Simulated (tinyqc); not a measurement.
Level and width from two currents at zero temperature.

Inverse problem. In a resonant-tunnelling diode at zero temperature a sharp resonance at Er = E0 - alpha V between the emitter band edge and Ef carries J = K (pi/2) G Tp (Ef - Er), K = q^3 mw m0/(2 pi^2 hbar^3) (times 1e-4 for A/cm^2 per eV^2), with G its full width and Tp its peak transmission, G Tp taken as constant, and no back flow. Find G Tp and E0.

Values chosen for this exercise; masses and offsets of a made-up heterostructure: mass in the well, spacer and contacts mw = 0.048 m0; Fermi energy of both contacts above their band edges Ef = 0.12 eV; share of the bias at the well alpha = 0.51.

Constants: q = 1.602176634e-19 C, hbar = 1.054571817e-34 J s, m0 = 9.1093837015e-31 kg. Results are converted to the units shown.

J at V = 0.1 and 0.27 V (kA/cm^2): 214.14118  1451.8772

Answer. J is linear in V: the slope gives G Tp, and the onset V0, where the line meets zero, gives E0 = Ef + alpha V0.

G Tp = 11.70 meV
E0 = 0.1560 eV

tinyqc, about 0.1 s, one thread, Intel Xeon 2.30GHz (shared host): `OMP_NUM_THREADS=1 python tinyqc.py 2600118 2600119 out.jsonl`
